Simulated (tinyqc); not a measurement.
## Free and trapped electrons in a MOS channel with a dense trap tail: free and trapped charge against gate voltage

p-type body, charge-sheet picture, full ionisation (an idealisation for deep acceptors), Boltzmann statistics for free electrons. e = Ec - EF at the surface. Acceptor-like traps of density D(E) = D0 + De exp(-E/Ew) at depth E below Ec, from 0 to Eu, hold n_t = integral of D(E)/(1 + exp((e - E)/Vt)). psi = Eg - Vt ln(Nv/Na) - e; N_dep = sqrt(2 eps0 eps_r Na (psi - Vt)/q); n_f = sqrt(N_dep^2 + 2 eps0 eps_r Vt Nc exp(-e/Vt)/q) - N_dep; Vg = Vfb + psi + q (N_dep + n_t + n_f)/Cox, Cox = eps0 eox/tox.

Free share n_f/(n_f + n_t); swing ln 10 n_f/(dn_f/dVg); field-effect mobility mf q (dn_f/dVg)/Cox, for a constant mf; oxide field q (N_dep + n_t + n_f)/(eps0 eox).

Inputs (values chosen for the exercise); band and dielectric values close to those of 4H silicon carbide: temperature T = 300 K; band gap Eg = 3.21 eV; relative permittivity eps_r = 9.86; conduction-band density of states at T Nc = 1.7e19 cm^-3; valence-band density of states at T Nv = 2.55e19 cm^-3; relative permittivity of the insulator eox = 3.9; insulator thickness tox = 52 nm; acceptor density Na = 2e17 cm^-3; flat-band voltage without trapped charge Vfb = -2.31 V; constant background density of acceptor-like traps D0 = 1.9e11 cm^-2 eV^-1; density of the tail at the conduction edge De = 4.4e13 cm^-2 eV^-1; decay energy of the tail Ew = 0.09 eV; depth below Ec down to which the traps reach Eu = 0.83 eV; mobility of free electrons mf = 160 cm^2/(V s).

Constants: q = 1.602176634e-19 C, kB = 1.380649e-23 J/K, Vt = kB T/q, eps0 = 8.8541878128e-14 F/cm where lengths are in cm. Results are converted to the units shown.

Free and trapped charge against gate voltage:
```
Vg (V),e (eV),n_f (cm^-2),n_t (cm^-2),free share (%),swing (mV/decade),field-effect mobility (cm^2/(V s)),oxide field (MV/cm)
6.7,0.3563,1.021e6,1.765e11,5.785e-4,291.4,0.003115,1.208
8.3,0.1866,7.029e8,6.936e11,0.1012,1066,0.5862,1.483
9.9,0.1220,8.445e9,1.294e12,0.6482,2003,3.748,1.778
11.6,0.08063,4.121e10,1.931e12,2.089,2998,12.22,2.097
13.2,0.05238,1.205e11,2.491e12,4.614,3906,27.43,2.400
14.8,0.02964,2.808e11,2.975e12,8.625,4860,51.36,2.703
16.4,0.01069,5.546e11,3.349e12,14.21,6078,81.11,3.007
18,-0.004986,9.494e11,3.604e12,20.85,7794,108.3,3.312
19.7,-0.01852,1.474e12,3.773e12,28.09,1.022e4,128.2,3.636
```

What does the comparison show?

n_f reaches 1e11 cm^-2 at Vg = 12.9 V, against 7.13 V without traps. The free share rises from 5.79e-4 to 28.1 % and the field-effect mobility rises from 0.00312 to 128 cm^2/(V s), although mf = 160 is constant: in the last row 80.1 % of Cox dVg goes into free electrons. The swing in the first row is 291 mV a decade (Vt ln 10 = 59.5). For Vg = 14.8, 16.4, 18, 19.7 EF lies less than 2 Vt below the band edge, or above it, where degeneracy and confinement, left out, matter.

tinyqc, about 0.02 s, one thread, Intel Xeon 2.30GHz (shared host): `OMP_NUM_THREADS=1 python tinyqc.py 2222232 2222233 out.jsonl`
